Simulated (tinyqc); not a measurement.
From one set of inputs to another, one input at a time: global model of a low-pressure process discharge: electron temperature, density, ion flux and ion energy. Computed by tinyqc, a small Python program. Command: `OMP_NUM_THREADS=1 python tinyqc.py 3111161 3111162 out.jsonl plasma ladder`. One thread of a shared host (Intel(R) Xeon(R) Processor @ 2.30GHz), about 0.01 s of CPU time with the checks.

Maxwellian electrons with temperature T_e in eV, one positive ion, no negative ions, uniform bulk density n; rate constants have the Arrhenius form.

The inputs printed are set A. Inputs not listed in the table keep their values of set A, so the rows need not describe a real material.

Inputs (values chosen for the exercise, of the order of those of an inductive discharge in a simple atomic gas): ion mass M = 19 u; ionisation prefactor K0 = 5.2e-14 m^3/s; ionisation energy E_iz = 17.4 eV; excitation prefactor X0 = 3.8e-14 m^3/s; excitation energy E_ex = 9.53 eV; elastic rate constant K_el = 8.5e-14 m^3/s; ion-neutral cross section = 6.1e-19 m^2; pressure p = 2.1 Pa; gas temperature T_g = 400 K; radius R = 13 cm; height L = 12 cm; absorbed power P = 2000 W; bias power P_b = 38 W; radius of the biased electrode = 7.5 cm; bias frequency = 60 MHz.

Constants: k_B = 1.380649e-23 J/K; e = 1.602176634e-19 C; u = 1.6605390666e-27 kg; m_0 = 9.1093837015e-31 kg; eps_0 = 8.8541878128e-12 F/m.

Method:
- n_g = p/(k_B T_g); lambda_i = 1/(n_g sigma); h_L = 0.86/sqrt(3 + L/(2 lambda_i)), h_R = 0.8/sqrt(4 + R/lambda_i); A_eff = 2 pi R^2 h_L + 2 pi R L h_R; d_eff = pi R^2 L/A_eff.
- Particle balance: K0 exp(-E_iz/T_e) n_g d_eff = u_B, u_B = sqrt(e T_e/M).
- Root found by bracketing.
- E_c = E_iz + (X0 exp(-E_ex/T_e) E_ex + K_el (3 m_0/M) T_e)/K_iz; wall potential V_s = (T_e/2) ln(M/(2 pi m_0)); E_T = E_c + 2 T_e + T_e/2 + V_s; n = P/(e u_B A_eff E_T); ion current density J = e h_L n u_B; ionised share n/n_g.
- All bias power goes to ions: V_b = P_b/(J pi r^2). Debye length at the sheath edge lambda_D = sqrt(eps_0 T_e/(e h_L n)); Child-law sheath s = (sqrt2/3) lambda_D (2 V/T_e)^(3/4), V = V_b + V_s; ion transit time tau_i = 3 s sqrt(M/(2 e V)); collisions in the sheath s/lambda_i.

Each row keeps all changes above it:
```
input moved                         from       to  ion current density J (mA/cm^2)  bias voltage V_b (V)  sheath width s (mm)
set A                                  -        -                            6.100                35.254              0.25378
excitation prefactor X0 (m^3/s)  3.8e-14  1.1e-14                           14.578                14.751              0.10562
radius R (cm)                         13       11                           18.914                11.369              0.08386
ionisation prefactor K0 (m^3/s)  5.2e-14  7.5e-14                           21.180                10.153              0.07436
bias power P_b (W)                    38       67                           21.180                17.901              0.09450
absorbed power P (W)                2000      500                            5.295                71.605              0.41951
ionisation energy E_iz (eV)         17.4     17.1                            5.521                68.676              0.39906
height L (cm)                         12       13                            5.179                73.204              0.42924
```

ion current density J goes from 6.10 to 5.18, a factor 0.849 in all. The largest single move comes from absorbed power P (a factor 0.250), and excitation prefactor X0 works against it (a factor 2.39). Bias voltage V_b goes from 35.3 to 73.2, a factor 2.08 in all. The largest single move comes from absorbed power P (a factor 4.00), and excitation prefactor X0 works against it (a factor 0.418). Sheath width s goes from 0.254 to 0.429, a factor 1.69 in all. The largest single move comes from absorbed power P (a factor 4.44), and excitation prefactor X0 works against it (a factor 0.416). The single moves hold for this order of the switches; the total does not depend on the order.

Extremes, crossings and ranges named in words are read from the listed rows.
